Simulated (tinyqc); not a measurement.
Type-II superlattice in the two-band Kane model: one step. Transfer matrices. Five cases, with inputs chosen for the exercise.

Question. Form M_A, M_B and half the trace of their product.

Motion along the axis, period d = a + b, c = hbar^2/2m0. Conduction and light-hole bands couple: (E - Ec)(E - Ev) = Ep c k^2 in each layer, with mass m(E) = (E - Ev)/Ep, which may be negative. The conduction envelope psi and psi'/m(E) are continuous; a layer carries them by [[cos kt, (m/k) sin kt], [-(k/m) sin kt, cos kt]] (cosh and sinh for k^2 < 0), and cos(q d) = tr(M_B M_A)/2. C1 is the first miniband above EvB, with its bottom at tr/2 = +1 and its top at -1; the gap is the bottom of C1 less the top heavy-hole level HH1.

Constants: hbar^2/2m0 = 3.80998211 eV angstrom^2.

Case 1.

Values chosen (near those of an InAs/GaSb superlattice; shifted at random, so the results belong to these values and not to a real crystal):
- a = 39 angstrom (layer A)
- b = 47 angstrom (layer B)
- EcA = 0 eV (conduction edge of A)
- EvA = -0.415 eV (valence edge of A)
- EcB = 0.923 eV (conduction edge of B)
- EvB = 0.102 eV (valence edge of B)
- EpA = 14.3 eV (coupling energy in A)
- EpB = 18.3 eV (coupling energy in B)
- E = 0.143 eV (trial energy)

Case 2.

Values chosen (near those of an InAs/GaSb superlattice; shifted at random, so the results belong to these values and not to a real crystal):
- a = 24 angstrom (layer A)
- b = 52 angstrom (layer B)
- EcA = 0 eV (conduction edge of A)
- EvA = -0.413 eV (valence edge of A)
- EcB = 0.955 eV (conduction edge of B)
- EvB = 0.149 eV (valence edge of B)
- EpA = 14.4 eV (coupling energy in A)
- EpB = 18.3 eV (coupling energy in B)
- E = 0.407 eV (trial energy)

Case 3.

Values chosen (near those of an InAs/GaSb superlattice; shifted at random, so the results belong to these values and not to a real crystal):
- a = 51 angstrom (layer A)
- b = 33 angstrom (layer B)
- EcA = 0 eV (conduction edge of A)
- EvA = -0.422 eV (valence edge of A)
- EcB = 0.979 eV (conduction edge of B)
- EvB = 0.165 eV (valence edge of B)
- EpA = 14.1 eV (coupling energy in A)
- EpB = 17.9 eV (coupling energy in B)
- E = 0.216 eV (trial energy)

Case 4.

Values chosen (near those of an InAs/GaSb superlattice; shifted at random, so the results belong to these values and not to a real crystal):
- a = 28 angstrom (layer A)
- b = 29 angstrom (layer B)
- EcA = 0 eV (conduction edge of A)
- EvA = -0.409 eV (valence edge of A)
- EcB = 0.933 eV (conduction edge of B)
- EvB = 0.125 eV (valence edge of B)
- EpA = 14.4 eV (coupling energy in A)
- EpB = 18.3 eV (coupling energy in B)
- E = 0.543 eV (trial energy)

Case 5.

Values chosen (near those of an InAs/GaSb superlattice; shifted at random, so the results belong to these values and not to a real crystal):
- a = 50 angstrom (layer A)
- b = 22 angstrom (layer B)
- EcA = 0 eV (conduction edge of A)
- EvA = -0.418 eV (valence edge of A)
- EcB = 0.94 eV (conduction edge of B)
- EvB = 0.139 eV (valence edge of B)
- EpA = 14.3 eV (coupling energy in A)
- EpB = 17.9 eV (coupling energy in B)
- E = 0.322 eV (trial energy)

Give: M_A (angstrom units); M_B (angstrom units); tr/2.

Answer.

Case 1.

M_A (angstrom units):
```
          1         2
1  0.078196    1.0165
2  -0.97775  0.078196
```

M_B (angstrom units):
```
        1        2
1  1.5509  0.12401
2  11.331   1.5509
```

tr/2 = 5.8198

E lies in a gap of the coupled bands.

Case 2.

M_A (angstrom units):
```
          1         2
1  -0.29653   0.69727
2   -1.3080  -0.29653
```

M_B (angstrom units):
```
        1       2
1  5.2471  1.6127
2  16.452  5.2471
```

tr/2 = 3.1253

E lies in a gap of the coupled bands.

Case 3.

M_A (angstrom units):
```
          1         2
1  -0.84804   0.47343
2  -0.59318  -0.84804
```

M_B (angstrom units):
```
        1        2
1  1.3271  0.10407
2  7.3147   1.3271
```

tr/2 = 0.5752

E lies in a miniband.

Case 4.

M_A (angstrom units):
```
          1         2
1  -0.91158   0.28001
2  -0.60364  -0.91158
```

M_B (angstrom units):
```
        1        2
1  2.1552  0.90186
2  4.0416   2.1552
```

tr/2 = -1.6710

E lies in a gap of the coupled bands.

Case 5.

M_A (angstrom units):
```
          1         2
1  -0.98641  -0.12855
2   0.20994  -0.98641
```

M_B (angstrom units):
```
        1        2
1  1.4289  0.25623
2  4.0654   1.4289
```

tr/2 = -1.6439

E lies in a gap of the coupled bands.

Computed by tinyqc, one run a case: `OMP_NUM_THREADS=1 python tinyqc.py N N+1 out.jsonl` with N = 1251976, 1252043, 1252606, 1280097, 1280212; one thread of a shared Intel(R) Xeon(R) Processor @ 2.30GHz, about 0.1 s a run at most.
